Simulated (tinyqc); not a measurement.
Potential-pH (Pourbaix) lines of a metal, its cation, its oxide and an oxyanion, with a complexing ligand: one step, computed by the program tinyqc.

Potentials are against the standard hydrogen electrode; solids and water have unit activity; dG_f of M, H+ and the electron is zero; F = e N_A and s = R T ln(10)/F. The cation carries z = 3.

Question. A complexing ligand. M3+ + 3e = M; (1/2) M2O3 + 3H+ + 3e = M + (3/2) H2O; MO2(-) + 4H+ + 3e = M + 2H2O. For each, E0 = -dG/(z F), and E = E0 + (s/z) log10 a - (s n_H/z) pH, with no activity term for the oxide. The free ligand is c_L/(1 + 10^(pKa - pH)) (ligand in excess); dissolved metal is a in all, so the free cation is a/alpha, alpha = 1 + beta [L]; the cation line drops by (s/z) log10 alpha.

Inputs (values chosen for the exercise, modelled on aluminium): temperature T = 298.15 K; log10 of the dissolved activity a = -4; pH = 3.4; log10 of the stability constant beta of ML = 5.7; pKa of HL = 5; total ligand c_L = 0.36 mol/L.

Species: M, M3+, M2O3, MO2(-).

E0 (V): cation -1.690758, oxide -1.503994, oxyanion -1.220635

s = 0.05915935 V

Give: free ligand; log10 alpha; cation line with ligand; that line less the oxide line.

Answer.

free ligand = 0.008821 mol/L

log10 alpha = 3.646

cation line with ligand = -1.842 V

that line less the oxide line = -0.1364 V
